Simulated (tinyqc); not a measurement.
CCSD on RHF in the sto-3g basis, for H3+, spin multiplicity 1, step by step. Computed by tinyqc, a small Python program that keeps every step (integrals from PySCF). Settings: charge = 1, multiplicity = 1, basis = sto-3g, method = RHF, energy threshold = 1e-10, iteration cap = 66, orthogonalisation = canonical, start = Wolfsberg-Helmholz matrix, DIIS depth = 6, amplitude equations = CCSD, DIIS depth for amplitudes = 4, cap on updates = 69. Command: `OMP_NUM_THREADS=1 python tinyqc.py 31989 31990 out.jsonl` (the two numbers bound the seeds that draw the settings). One thread of a shared host (Intel(R) Xeon(R) Processor @ 2.60GHz), about 0.2 s of CPU time with the checks. The early iterations of the SCF are left out here.

## One-electron integrals

Geometry (angstrom):
```
atom        x        y         z
H     0.00000  0.00000   0.00000
H     0.00000  0.00000   0.96200
H     0.00000  0.00000  -0.96200
```

Basis sto-3g: exponents (1/bohr^2) and contraction coefficients of normalised primitives:
```
element  l (shell)  exponent  coefficient
H            s (1)   3.42525      0.15433
H            s (1)   0.62391      0.53533
H            s (1)   0.16886      0.44463
```

Overlap, kinetic and nuclear-attraction integrals over the contracted functions; the nuclear repulsion is the sum of Za Zb / Rab.

nuclear repulsion = 1.3752007 hartree

overlap S, lower triangle:
```
         1H 1s    2H 1s    3H 1s
1H 1s  1.00000
2H 1s  0.51914  1.00000
3H 1s  0.51914  0.13488  1.00000
```

kinetic energy T (hartree), lower triangle:
```
         1H 1s     2H 1s    3H 1s
1H 1s  0.76003
2H 1s  0.12602   0.76003
3H 1s  0.12602  -0.00900  0.76003
```

nuclear attraction V (hartree), lower triangle:
```
          1H 1s     2H 1s     3H 1s
1H 1s  -2.28752
2H 1s  -1.03852  -2.03196
3H 1s  -1.03852  -0.24992  -2.03196
```

core Hamiltonian H = T + V (hartree), lower triangle:
```
          1H 1s     2H 1s     3H 1s
1H 1s  -1.52749
2H 1s  -0.91250  -1.27192
3H 1s  -0.91250  -0.25892  -1.27192
```

## Two-electron integrals

Functions are numbered as in S; the eight-fold symmetry (ij|kl) = (ji|kl) = (kl|ij) leaves the list below.

Two-electron integrals (ij|kl) in chemists' order, unique and non-zero (hartree):
```
(11|11) 0.77461   (21|11) 0.32722   (21|21) 0.17427   (22|11) 0.49059
(22|21) 0.32722   (22|22) 0.77461   (31|11) 0.32722   (31|21) 0.12888
(31|22) 0.18751   (31|31) 0.17427   (32|11) 0.08076   (32|21) 0.03782
(32|22) 0.06445   (32|31) 0.03782   (32|32) 0.00950   (33|11) 0.49059
(33|21) 0.18751   (33|22) 0.27381   (33|31) 0.32722   (33|32) 0.06445
(33|33) 0.77461
```

## Orthogonalisation

S = U s U^T; canonical form X = U s^(-1/2), so that X^T S X = 1. Each column of U has its largest component positive (the first on a tie).

eigenvalues of S: 0.33017  0.86512  1.80471

X:
```
              1         2        3
1H 1s   1.28565   0.00000  0.50171
2H 1s  -0.82941   0.76023  0.38884
3H 1s  -0.82941  -0.76023  0.38884
```

## Iteration 4 (converged): orbitals

converged F (hartree), lower triangle:
```
          1H 1s     2H 1s     3H 1s
1H 1s  -0.82033
2H 1s  -0.66914  -0.57669
3H 1s  -0.66914  -0.28992  -0.57669
```

Diagonalise F' = X^T F X, C = X C', fill 1 alpha and 1 beta electrons from the bottom; D = 2 C_occ C_occ^T. Each column has its largest component positive (the first on a tie).

F' = X^T F X (hartree), lower triangle:
```
          1         2         3
1   0.30586
2   0.00000  -0.33148
3  -0.08228   0.00000  -0.99070
```

orbital energies (hartree): MO1 -0.99590, MO2 -0.33148, MO3 0.31106

coefficients C:
```
           MO1       MO2       MO3
1H 1s  0.58181   0.00000   1.25144
2H 1s  0.33575   0.76023  -0.85229
3H 1s  0.33575  -0.76023  -0.85229
```

D after iteration 4, lower triangle:
```
         1H 1s    2H 1s    3H 1s
1H 1s  0.67700
2H 1s  0.39068  0.22545
3H 1s  0.39068  0.22545  0.22545
```

## Convergence

Stop when the energy changes by less than 1e-10 hartree and every element of the error matrix X^T (F D S - S D F) X is below 3e-06.

Course of the cycle:
```
iteration  E (hartree)     change  largest element of the error matrix
1           -1.1957510          -                             1.71e-02
2           -1.1958786  -1.28e-04                             2.39e-03
3           -1.1958812  -2.53e-06                             2.91e-07
4           -1.1958812  -2.98e-14                             1.22e-07
```

PySCF RHF in the same basis = -1.1958812 hartree

Converged in 4 iterations.

## Integrals over molecular orbitals

(pq|rs) = sum C_ip C_jq C_kr C_ls (ij|kl), one index at a time.

one-electron integrals over orbitals h = C^T H C (hartree), lower triangle:
```
          1         2         3
1  -1.57518
2   0.00000  -1.17094
3  -0.09790   0.00000  -0.72316
```

Two-electron integrals over orbitals (pq|rs), unique and non-zero (hartree):
```
(11|11) 0.57928    (21|21) 0.14610    (22|11) 0.49278    (22|22) 0.54087
(31|11) 0.09790    (31|22) -0.03400   (31|31) 0.13399    (32|21) -0.13968
(32|32) 0.15816    (33|11) 0.58411    (33|22) 0.52356    (33|31) 0.08429
(33|33) 0.62534
```

## CCSD: starting amplitudes

t_ij^ab = <ij||ab> / (e_i + e_j - e_a - e_b), whose energy is MP2.

Starting amplitudes (spin orbitals 1a, 1b, ...; amplitudes related by a flip of all spins are not repeated):
```
from      to         t
1a 1b  2a 2b  -0.10995
1a 1b  3a 3b  -0.05126
```

correlation energy = -0.0229325 hartree

## CCSD: amplitude update 1

t_i^a D_i^a and t_ij^ab D_ij^ab are set to the remaining terms of the spin-orbital equations, evaluated with the old amplitudes; for the doubles these are <ij||ab> + 1/2 <ab||ef> t_ij^ef + 1/2 <mn||ij> t_mn^ab + P(ij)P(ab) <mb||ej> t_im^ae + terms in t^2 + terms with t1, D the orbital-energy denominators.

Amplitudes after update 1 (spin orbitals 1a, 1b, ...; amplitudes related by a flip of all spins are not repeated):
```
from      to         t
1a 1b  2a 2b  -0.14818
1a 1b  3a 3b  -0.06110
1a        3a  -0.01228
```

correlation energy = -0.0298167 hartree

## CCSD: amplitude update 2

As before.

Amplitudes after update 2 (spin orbitals 1a, 1b, ...; amplitudes related by a flip of all spins are not repeated):
```
from      to         t
1a 1b  2a 2b  -0.16426
1a 1b  3a 3b  -0.06210
1a        3a  -0.01916
```

correlation energy = -0.0322717 hartree

## CCSD: amplitude update 3

t_i^a D_i^a and t_ij^ab D_ij^ab are set to the remaining terms of the spin-orbital equations, evaluated with the old amplitudes; for the doubles these are <ij||ab> + 1/2 <ab||ef> t_ij^ef + 1/2 <mn||ij> t_mn^ab + P(ij)P(ab) <mb||ej> t_im^ae + terms in t^2 + terms with t1, D the orbital-energy denominators. DIIS then mixes the stored amplitudes.

DIIS coefficients: -0.83034  1.83034

Amplitudes after update 3 (spin orbitals 1a, 1b, ...; amplitudes related by a flip of all spins are not repeated):
```
from      to         t
1a 1b  2a 2b  -0.17790
1a 1b  3a 3b  -0.06116
1a        3a  -0.02501
```

correlation energy = -0.0341029 hartree

## CCSD: convergence

E_corr = 1/4 sum <ij||ab> t_ij^ab + 1/2 sum <ij||ab> t_i^a t_j^b; stop when the norm of the change is below 1e-8.

Course of the amplitude iterations:
```
update  correlation energy (hartree)  norm of the change
0                         -0.0229325                   -
1                         -0.0298167            8.08e-02
2                         -0.0322717            3.37e-02
3                         -0.0341029            1.56e-02
4                         -0.0341038            1.32e-03
5                         -0.0340990            4.71e-05
6                         -0.0340986            3.79e-06
7                         -0.0340986            5.94e-09
```

Converged amplitudes (spin orbitals 1a, 1b, ...; amplitudes related by a flip of all spins are not repeated):
```
from      to         t
1a 1b  2a 2b  -0.17869
1a 1b  3a 3b  -0.06028
1a        3a  -0.02514
```

CCSD total energy = -1.2299798 hartree

T1 diagnostic, norm of the one-spin t1 over sqrt(correlated electrons) = 0.01778

Converged in 7 updates, with DIIS from the third.
